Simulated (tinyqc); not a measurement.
Worked calculation: two-mode optical phonons of a ternary alloy from two coupled oscillators. Computed by tinyqc, a small Python program that keeps every step. Command: `OMP_NUM_THREADS=1 python tinyqc.py 3024359 3024360 out.jsonl twomode walk`. One thread of a shared host (Intel(R) Xeon(R) Processor @ 2.30GHz), about 0.01 s of CPU time with the checks. Intermediate numbers are printed to about 6 digits and carried at full precision; extremes and crossings named in words are read from the listed rows.

An alloy A(x)B(1-x)C has an A-C and a B-C bond oscillator. Each TO frequency moves linearly from the impurity mode (dilute end) to the TO of the pure crystal; each strength is proportional to the number of bonds.

Inputs (values chosen for the exercise, for a model alloy):
```
quantity                  value  unit
omega_TO of pure AC         700  1/cm
omega_LO of pure AC         804  1/cm
omega_TO of pure BC         440  1/cm
omega_LO of pure BC         504  1/cm
eps_inf of AC              7.85     -
eps_inf of BC              7.47     -
impurity mode of A in BC    689  1/cm
impurity mode of B in AC    426  1/cm
fraction x of A            0.61     -
damping gamma               8.1  1/cm
electron mass m*          0.075   m_0
```

Constants: e^2/(4 pi eps_0) = 14.39964548 eV angstrom; hbar^2/(2 m_0) = 3.80998212 eV angstrom^2; 1 THz = 33.35640952 1/cm; h x 1 THz = 4.135667696 meV.

## The two oscillators

omega_1 = (impurity mode of A) + x (omega_TO,AC - impurity mode of A); omega_2 = (impurity mode of B) + (1 - x)(omega_TO,BC - impurity mode of B); eps_inf = x eps_AC + (1 - x) eps_BC; strengths W_1 = x eps_AC (omega_LO,AC^2 - omega_TO,AC^2), W_2 = (1 - x) eps_BC (omega_LO,BC^2 - omega_TO,BC^2).

omega_1 (A-C, TO) = 695.71 1/cm

omega_2 (B-C, TO) = 431.46 1/cm

eps_inf = 7.7018

W_1 = 748998 1/cm^2

W_2 = 176010 1/cm^2

## LO modes, coupled by the field

eps(omega) = eps_inf + W_1/(omega_1^2 - omega^2) + W_2/(omega_2^2 - omega^2) = 0 is the eigenproblem of the matrix [[omega_1^2 + W_1/eps_inf, sqrt(W_1 W_2)/eps_inf], [sqrt(W_1 W_2)/eps_inf, omega_2^2 + W_2/eps_inf]] for omega_LO^2. Uncoupled values keep the diagonal alone. eps_s = eps_inf + W_1/omega_1^2 + W_2/omega_2^2.

matrix (1/cm^2):
```
        1       2
1  581262   47143
2   47143  209011
```

lower LO mode = 450.703 1/cm

upper LO mode = 766.250 1/cm

uncoupled values (1/cm): 457.177  762.405

eps_s = 10.1948

The field pushes the upper mode up by 3.84 and the lower one down by 6.47 per cm; the lower LO stays between the two TO modes.

## Share of the polar coupling

The polar coupling of mode j is c_j = (u_j . sqrt(W))^2/(eps_inf^2 omega_j^2), u_j its eigenvector and omega_j here its LO frequency; the c_j add up to 1/eps_inf - 1/eps_s. Froehlich constant alpha_j = (e^2/(4 pi eps_0)) c_j k_j/(2 E_j), E_j = h c omega_j, k_j = sqrt(m* E_j/(hbar^2/(2 m_0))).

c_j, lower and upper mode: 0.00793656  0.0238137

share of the upper mode = 0.750031

alpha_j, lower and upper mode: 0.0339152  0.0780456

The upper mode holds 75 % of the coupling, against 62 % of the ionic part of eps_s for the upper oscillator: the field moves strength to the higher mode.

## Reflectivity

With damping, each denominator is omega_j^2 - omega^2 - i gamma omega; R = |(sqrt(eps) - 1)/(sqrt(eps) + 1)|^2.

Spectrum:
```
omega (1/cm)        Re eps    Im eps          R
406                18.1113   1.26781   0.384462
431                15.8691   49.8034   0.640496
441               -7.56925   7.69586   0.645637
451               0.601518   2.10437   0.148872
460                3.67803   1.02946   0.108963
654                20.1613   1.25692   0.404697
696               -2.35090   132.191   0.784154
731               -7.47684   1.73420   0.864583
766           -9.46229e-04  0.445439   0.210433
782                1.42861  0.297234  0.0115064
843                4.06443  0.103849   0.113577
```

## Modes across the composition range

The formulas are those given above.

Frequencies (1/cm):
```
x     TO, A-C  TO, B-C  lower LO  upper LO  coupling share of the upper LO    eps_s
0.02   689.22   439.72   501.642   692.218                        0.045562   9.8167
0.10   690.10   438.60   492.875   704.369                        0.200579   9.8773
0.20   691.20   437.20   483.081   718.278                        0.352061   9.9489
0.35   692.85   435.10   470.090   737.208                        0.526819  10.0478
0.50   694.50   433.00   458.524   754.441                        0.664174  10.1364
0.65   696.15   430.90   447.972   770.398                        0.778981  10.2146
0.80   697.80   428.80   438.175   785.343                        0.879500  10.2822
0.90   698.90   427.40   431.977   794.836                        0.941207  10.3214
0.98   699.78   426.28   427.179   802.192                        0.988429  10.3493
```

The upper LO moves from 692.2 to 802.2 and the lower from 501.6 to 427.2 per cm. At each dilute end one LO-TO pair closes onto an impurity mode. The upper LO shifts by +1.11 per cm for each per cent of x near the middle, which is how Raman spectra measure composition. Its share of the polar coupling passes one half between x = 0.2 and 0.35.

Checks made by the program: generalised Lyddane-Sachs-Teller relation (relative difference below 1e-10); sum of the couplings (relative difference below 1e-10).
